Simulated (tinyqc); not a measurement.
Optical gain and spontaneous emission in a bulk direct-gap semiconductor, step by step. Values are carried at full precision from step to step, so a last printed digit may differ when a step is redone from the rounded ones.

F_j(eta) = (1/Gamma(j + 1)) integral_0^infinity x^j dx/(1 + exp(x - eta)), which tends to exp(eta) for eta << 0.

Quasi-Fermi levels: n = Nc F_1/2(Fc/kT) and p = Nv F_1/2(Fv/kT), Fc counted up from the conduction edge and Fv down from the valence edge; Nc, Nv from N = 2 (m kB T/(4 pi c))^(3/2) with c = hbar^2/2m0, in 1/angstrom^3; times 1e24 for 1/cm^3, with me and (mhh^(3/2) + mlh^(3/2))^(2/3).

Constants: hbar^2/2m0 = 3.80998211 eV angstrom^2; kB = 8.617333262e-05 eV/K; fine-structure constant alpha = 0.007297352564; hbar = 6.58211957e-16 eV s; hbar c = 1973.269805 eV angstrom.

Parameters, chosen for this exercise (near those of GaN; the results hold for these values, not for the real material): me = 0.2063 m0 (electron mass); mhh = 1.455 m0 (heavy-hole mass); mlh = 0.3 m0 (light-hole mass); n = 7.7e+18 1/cm^3 (injected density, n = p); T = 250 K; Eg = 3.486 eV (direct gap); Ep = 16.8 eV (Kane energy); nr = 2.55 (refractive index); E = 3.537 eV (photon energy).

## Quasi-Fermi levels

Solve for Fc and Fv.

kT = 0.021543 eV
Nc = 1.789e+18 1/cm^3
Nv = 3.664e+19 1/cm^3
Fc = 0.0625 eV
Fv = -0.0320 eV
Fc + Fv = 0.0305 eV

The separation of the quasi-Fermi levels exceeds the gap, so photons between Eg and Eg + (Fc + Fv) see gain. The quasi-Fermi level of the electrons lies inside the band, that of the holes in the gap.

## Absorption of the empty crystal

Parabolic bands, vertical transitions, no excitons. For each hole band j: mr = me mj/(me + mj); joint density of states J_j(E) = (mr/c)^(3/2) sqrt(E - Eg)/(2 pi^2), both spins, c = hbar^2/2m0; averaged matrix element |e.p|^2 = m0 Ep/6; alpha_j(E) = 4 pi^2 alpha_f c Ep J_j/(3 nr E) in 1/angstrom (alpha_f the fine-structure constant, listed as alpha among the constants), times 1e8 for 1/cm.

Evaluate at E for heavy and light holes.

mr, J and alpha of each hole band:
```
hole   mr (m0)  J (1/(eV angstrom^3))  alpha (1/cm)
heavy  0.18068              0.0001182        8052.0
light  0.12224              6.575e-05        4480.7
```

The heavy-hole band gives 64 % of the total, 12533 1/cm.

## Occupations and gain at E

For band j the electron sits at Ee = (E - Eg) mr/me above its edge and the hole at Eh = (E - Eg) mr/mj; fe = 1/(1 + exp((Ee - Fc)/kT)), fh = 1/(1 + exp((Eh - Fv)/kT)); gain g = sum_j alpha_j (fe + fh - 1).

Use mr and alpha from the table.

Energies, occupations and gain of each hole band:
```
hole   Ee (eV)  Eh (eV)     fe     fh  g (1/cm)
heavy   0.0447   0.0063  0.696  0.144     -1288
light   0.0302   0.0208  0.817  0.079      -463
```

total gain = -1751 1/cm

E - Eg = 0.0510 eV is above Fc + Fv = 0.0305 eV, so both bands give loss (Bernard-Duraffourg).

## Spontaneous emission

Spontaneous rate: R = integral of (nr E/(hbar c))^2/(pi^2 hbar) sum_j alpha_j fe fh dE, with alpha in 1/cm and (nr E/(hbar c))^2 in 1/cm^2 (1e16 per 1/angstrom^2); B = R/(n p); lifetime n/R.

Integrate over photon energy.

R = 3.26e+27 1/(cm^3 s)
B = 5.50e-11 cm^3/s
radiative lifetime = 2.36 ns

## Checks

- B at n = 1e13 1/cm^3 against the van Roosbroeck-Shockley value from alpha and ni^2 (cm^3/s): both 7.59e-11.

tinyqc: `OMP_NUM_THREADS=1 python tinyqc.py 1682717 1682718 out.jsonl`; about 0.08 s, one thread, shared Intel(R) Xeon(R) Processor @ 2.30GHz.
